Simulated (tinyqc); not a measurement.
Temperature and segregation coefficient: dopant redistribution at a moving silicon-oxide interface during parabolic oxidation. Computed by tinyqc, a small Python program. Command: `OMP_NUM_THREADS=1 python tinyqc.py 3007084 3007085 out.jsonl segox walk`. One thread of a shared host (Intel(R) Xeon(R) Processor @ 2.30GHz), about 0.01 s of CPU time with the checks.

Uniformly doped silicon is oxidised with x_ox = sqrt(B t); the interface advances into the silicon by alpha x_ox, alpha = 0.44. The dopant does not move in the oxide, and at the interface C(silicon) = m C(oxide).

Inputs (values chosen for the exercise, modelled on boron in silicon under steam):

| quantity | value | unit |
|---|---|---|
| dopant prefactor D0 | 1.04 | cm^2/s |
| dopant activation energy E | 3.49 | eV |
| oxidation prefactor B0 | 402 | um^2/h |
| oxidation activation energy E_B | 0.786 | eV |
| segregation coefficient m = C(silicon)/C(oxide) | 0.35 | - |

Constants: k_B = 8.617333262e-05 eV/K.

Method:
- D = D0 exp(-E/(k_B T)), converted with 1 cm^2/s = 3.6e11 um^2/h; B = B0 exp(-E_B/(k_B T)); s = alpha sqrt(B/(4 D)), the interface advance over 2 sqrt(D t).
- Temperatures in kelvin are T(C) + 273.15.
- With the dopant diffusivity D and s = alpha x_ox/(2 sqrt(D t)), in the silicon C = C_B + (C_s - C_B) erfc(y/(2 sqrt(D t)))/erfc(s), y from the original surface. Dopant balance at the interface gives C_s/C_B = 1/[1 + (1/(m alpha) - 1) g], g = sqrt(pi) s exp(s^2) erfc(s).

C_s/C_B:

| T (C) | s | this m | m = 0.2 | m = 1/alpha | m = 10 |
|---|---|---|---|---|---|
| 850 | 8.4050 | 0.15491 | 0.08856 | 1 | 4.2987 |
| 900 | 4.6342 | 0.15690 | 0.08979 | 1 | 4.0961 |
| 950 | 2.6826 | 0.16202 | 0.09296 | 1 | 3.6703 |
| 1000 | 1.6210 | 0.17301 | 0.09982 | 1 | 3.0522 |
| 1050 | 1.0175 | 0.19270 | 0.11232 | 1 | 2.4347 |
| 1100 | 0.6607 | 0.22296 | 0.13202 | 1 | 1.9617 |
| 1150 | 0.4423 | 0.26426 | 0.15994 | 1 | 1.6437 |
| 1200 | 0.3042 | 0.31571 | 0.19651 | 1 | 1.4386 |

s falls from 8.40 to 0.304 as T rises, because diffusion has the larger activation energy (3.49 against 0.786 eV); the ratio for this m moves from 0.155 to 0.316, towards 1. At m = 1/alpha the oxide takes exactly what the silicon held, and nothing moves. The ratio does not depend on time, since both lengths grow as sqrt(t).
